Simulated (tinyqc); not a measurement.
Worked calculation: CCSD on RHF in the 3-21g basis, for H2, spin multiplicity 1. One step of it, computed by the program tinyqc.

Task: CCSD: starting amplitudes. t_ij^ab = <ij||ab> / (e_i + e_j - e_a - e_b), whose energy is MP2.

orbital energies (hartree): MO1 -0.569595, MO2 0.241197, MO3 0.963234, MO4 1.440549

Two-electron integrals over orbitals (pq|rs), unique and non-zero (hartree):
```
(11|11) 0.626367    (21|21) 0.097212    (22|11) 0.457082    (22|22) 0.413853
(31|11) 0.155575    (31|22) 0.060944    (31|31) 0.108529    (32|21) -0.008354
(32|32) 0.034784    (33|11) 0.550298    (33|22) 0.414506    (33|31) 0.130714
(33|33) 0.507262    (41|21) -0.080673   (41|32) -0.035378   (41|41) 0.123381
(42|11) -0.141808   (42|22) -0.063742   (42|31) -0.080054   (42|33) -0.114076
(42|42) 0.076148    (43|21) -0.104629   (43|32) -0.017178   (43|41) 0.127401
(43|43) 0.156275    (44|11) 0.639026    (44|22) 0.469362    (44|31) 0.194053
(44|33) 0.579127    (44|42) -0.169879   (44|44) 0.716603
```

Give: Starting amplitudes; correlation energy.

Result:

Starting amplitudes (spin orbitals 1a, 1b, ...; amplitudes related by a flip of all spins are not repeated):
```
from      to        t
1a 1b  2a 2b  -0.0599
1a 1b  3a 3b  -0.0354
1a 1b  4a 4b  -0.0307
1a 1b  2a 4b   0.0286
```

correlation energy = -0.018071 hartree
